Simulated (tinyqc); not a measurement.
Junction parameters from two forward currents.

Problem. D(v) = J1 (exp(v/Vt) - 1) + J2 (exp(v/(2 Vt)) - 1). Find J1, J2 and the voltage 2 Vt ln(J2/J1) near which both parts are equal.

Values chosen for this exercise: temperature T = 398 K.

Constants: q = 1.602176634e-19 C, kB = 1.380649e-23 J/K, Vt = kB T/q. Results are converted to the units shown.

junction voltages (V): 0.3  0.67
currents (uA/um): 4.3102411e-6  0.0010729858

Solution. The current is linear in J1 and J2, so two points give two equations.

J1 = 3.70e-13 uA/um
J2 = 5.50e-8 uA/um
crossover = 0.817 V

tinyqc, about 0.2 s, one thread, Intel Xeon 2.30GHz (shared host): `OMP_NUM_THREADS=1 python tinyqc.py 2182188 2182189 out.jsonl`
